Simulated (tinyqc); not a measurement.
Switching kinetics of a ferroelectric film and the memory window of a ferroelectric gate stack: one step, computed by the program tinyqc. Command: `OMP_NUM_THREADS=1 python tinyqc.py 3002535 3002536 out.jsonl feswitch walk`. One thread of a shared host (Intel(R) Xeon(R) Processor @ 2.30GHz), about 0.03 s of CPU time with the checks.

Fields in MV/cm; 1 microcoulomb/cm^2 over eps_0 is 11.29409 MV/cm. In the stack (metal, ferroelectric, interlayer, channel) the channel is taken as a conductor.

Question. The hysteresis loop. Saturated branches: P(E) = P_s tanh[(E -/+ E_c)/(2 delta)], delta = E_c/ln[(1 + P_r/P_s)/(1 - P_r/P_s)]; D = P + eps_0 eps_F E.

Inputs (values chosen for the exercise, for a model film):
```
quantity                                 value               unit
saturation polarisation P_s                 18  microcoulomb/cm^2
ratio P_r/P_s                             0.88                  -
coercive field E_c                        0.81              MV/cm
permittivity of the ferroelectric eps_F     34                  -
```

Give: delta; P on both branches (microcoulomb/cm^2) at E/E_c = -3, -2, -1, -0.5, 0, 0.5, 1, 1.5, 2, 3; peak differential permittivity eps_F + P_s/(2 delta eps_0).

Answer.

delta = 0.29438 MV/cm

P on both branches (microcoulomb/cm^2) at E/E_c = -3, -2, -1, -0.5, 0, 0.5, 1, 1.5, 2, 3:
```
E (MV/cm)  rising branch  falling branch
-2.430           -17.999         -17.854
-1.620           -17.991         -15.840
-0.810           -17.854           0.000
-0.405           -17.429          10.739
0.000            -15.840          15.840
0.405            -10.739          17.429
0.810              0.000          17.854
1.215             10.739          17.963
1.620             15.840          17.991
2.430             17.854          17.999
```

peak differential permittivity eps_F + P_s/(2 delta eps_0) = 379.29
